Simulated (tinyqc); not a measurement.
From results back to parameters: donor level screened by free carriers (Yukawa potential). Four cases, with inputs chosen for the exercise.

Problem. With Debye screening alone, ks^2 = 4 pi q n/(eps kB T), 1e18/cm^3 = 1e-6/angstrom^3. The converged binding was computed from a hidden density.

Potential -(q/(eps r)) exp(-ks r), q = e^2/(4 pi eps0). In units Ry* = Ry m/eps^2 and a* = a0 eps/m the problem is [-Laplacian - 2 exp(-x r)/r] psi = E psi with x = ks a*.

Converged values use 18 functions exp(-z r), z = 1.55^i, i = -11 to 6: S = 2/A^3, H = z_i z_j S - 2/(A + x)^2, A = z_i + z_j.

Constants: e^2/(4 pi eps0) = 14.39964547 eV angstrom; kB = 8.617333262e-05 eV/K.

Case 1.

Values chosen (out of a larger set: near those of a donor in InP, with one mean mass; not measured data): eps = 12.4 (dielectric constant); T = 77 K (temperature).

Ry* = 6.813 meV
a* = 85.22 angstrom
binding = 1.0117 meV

Case 2.

Values chosen (out of a larger set: near those of a donor in Si, with one mean mass; not measured data): eps = 12 (dielectric constant); T = 200 K (temperature).

Ry* = 30.235 meV
a* = 19.84 angstrom
binding = 5.4711 meV

Case 3.

Values chosen (out of a larger set: near those of a donor in GaN, with one mean mass; not measured data): eps = 9.6 (dielectric constant); T = 400 K (temperature).

Ry* = 30.264 meV
a* = 24.78 angstrom
binding = 4.1696 meV

Case 4.

Values chosen (out of a larger set: near those of a donor in InP, with one mean mass; not measured data): eps = 12.4 (dielectric constant); T = 300 K (temperature).

Ry* = 7.079 meV
a* = 82.02 angstrom
binding = 3.0484 meV

Find: x; n.

Solution. The binding in Ry* falls steadily with x, so bisection gives x; then n = (x/a*)^2 eps kB T/(4 pi q).

Case 1.

x = 0.692
n = 0.030 x 1e18/cm^3

Case 2.

x = 0.643
n = 1.2 x 1e18/cm^3

Case 3.

x = 0.710
n = 1.5 x 1e18/cm^3

Case 4.

x = 0.370
n = 0.036 x 1e18/cm^3

Computed by tinyqc, one run a case: `OMP_NUM_THREADS=1 python tinyqc.py N N+1 out.jsonl` with N = 1280022, 1280030, 1280061, 1280065; one thread of a shared Intel(R) Xeon(R) Processor @ 2.30GHz, about 0.01 s a run at most.
